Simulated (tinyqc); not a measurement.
Formation energy of a charged point defect from supercell energies: one step, computed by the program tinyqc.

The host is a compound AB. Making the defect adds n_A = 1, n_B = 0 atoms to the cell. All total energies are inputs. E_F is counted from the valence-band maximum (VBM); x = 0 is A-rich and x = 1 B-rich growth.

Problem. Formation energies at E_F = 0. E_f(q, E_F) = [E(defect, q) - E(host)] - sum n_i mu_i + q (E_VBM + dV + E_F) + E_corr(q).

Inputs (values chosen for the exercise, for a model compound AB): E_VBM of the host cell = 5.624 eV; potential alignment dV = 0.058 eV.

Defect: A interstitial. Supercell lattice: fcc.

charge states q: 0  -1  -2

E(defect, q) - E(host), in the order of q (eV): 0.883  7.25  15.06

sum n_i mu_i = -2.7394 eV

E_corr (eV): (q=0) 0.0000000, (q=-1) 0.1449946, (q=-2) 0.5799782

Give: E_f(q, 0).

Solution.

E_f(q, 0) (eV): (q=0) 3.622, (q=-1) 4.452, (q=-2) 7.015
